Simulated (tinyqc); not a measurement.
Band edges of strained Si(1-x)Ge(x) on relaxed Si(1-y)Ge(y): one step. Conduction valleys of the layer. The numbers come from values chosen for the exercise (end members near Si and Ge, in this order).

A valley with unit axis u lies at Ev + gap + (av + a_valley) tr(e) + Xu (u.e.u - tr(e)/3); the Delta axes are x, y, z and the L axes [111], [1-1-1], [-11-1], [-1-11]. The second-order shift of the Delta valleys under shear is left out; it lowers the pair normal to the sheared plane by tens of meV at a shear of 1 %.

Interpolated values (a in angstrom, C11, C12, C44 in GPa, all else in eV):
```
symbol       layer      buffer
a         5.461536    5.435000
Dso       0.076240    0.044000
av        2.304000    2.460000
b        -2.172000   -2.120000
d        -4.872800   -4.800000
C11     160.824000  165.400000
C12      61.254000   63.100000
C44      78.136000   79.800000
Ev        0.087100    0.000000
ED        1.096167    1.144000
EL        1.845680    2.010000
aD        1.596700    1.650000
aL       -3.279500   -3.390000
XuD       9.392500    9.360000
XuL      16.097000   16.240000
```

strain tensor in the cubic axes, rows x, y, z and columns alike:
```
[[-0.00485863, 0.00000000, 0.00000000],
 [0.00000000, -0.00485863, 0.00000000],
 [0.00000000, 0.00000000, 0.00370107]]
```

Problem. Give the hydrostatic shifts, the uniaxial shifts and the edges.

Give: hydrostatic shifts of Delta and L; uniaxial shifts; valley edges.

Solution.

hydrostatic shifts of Delta and L (eV): [-0.0235, 0.0059]

uniaxial shifts (eV): Delta x -0.0268, Delta y -0.0268, Delta z 0.0536, L [111] 0.0000, L [1-1-1] 0.0000, L [-11-1] 0.0000, L [-1-11] 0.0000

valley edges (eV): Delta x 1.1330, Delta y 1.1330, Delta z 1.2134, L [111] 1.9386, L [1-1-1] 1.9386, L [-11-1] 1.9386, L [-1-11] 1.9386

The lowest set is Delta4 (the digit counts whole valleys) at 1.1330 eV; the Delta valleys spread over 80 meV and the L valleys over 0 meV.

Run: tinyqc, `OMP_NUM_THREADS=1 python tinyqc.py 1081204 1081205 out.jsonl`; Intel(R) Xeon(R) Processor @ 2.30GHz, one thread, shared host; about 0.02 s of CPU time with all checks.
